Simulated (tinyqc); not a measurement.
## Dose and depth of a threshold implant

Inverse problem. A sheet of D acceptors per cm^2 lies at depth xi inside the depleted layer of a body doped Na. In the depletion approximation VT = Vfb + f2 + q D/Cox + gamma sqrt(f2 + Vsb - q D xi/(eps0 eps_r)), gamma = sqrt(2 eps0 eps_r q Na)/Cox, Cox = eps0 eox/tox. Find gamma, D and xi.

Parameters, values chosen for the exercise; band and dielectric values close to those of silicon:
```
symbol   value   unit                                                                 meaning
eps_r     11.7                                                          relative permittivity
Na      5.9e17  cm^-3                                       acceptor density deep in the body
eox       7.34         relative permittivity of the gate insulator (close to silicon nitride)
tox        3.2     nm                                                     insulator thickness
Vfb      -0.58      V                                                       flat-band voltage
f2       0.865      V                                        band bending 2 phiF at threshold
```

Constants: q = 1.602176634e-19 C, eps0 = 8.8541878128e-14 F/cm where lengths are in cm. Results are converted to the units shown.

VT against the source at Vsb = 0 and 1.7 V (V): [0.56830826, 0.72429355]

Answer. With y^2 = f2 - q D xi/(eps0 eps_r) and d the difference of the thresholds over gamma, sqrt(y^2 + Vsb) - y = d gives y = (Vsb - d^2)/(2 d). The first threshold then gives D, and y^2 gives xi.

gamma = 0.218 V^0.5
D = 1.30e12 cm^-2
xi = 8.80 nm

tinyqc, about 0.6 s, one thread, Intel Xeon 2.30GHz (shared host): `OMP_NUM_THREADS=1 python tinyqc.py 2080158 2080159 out.jsonl`
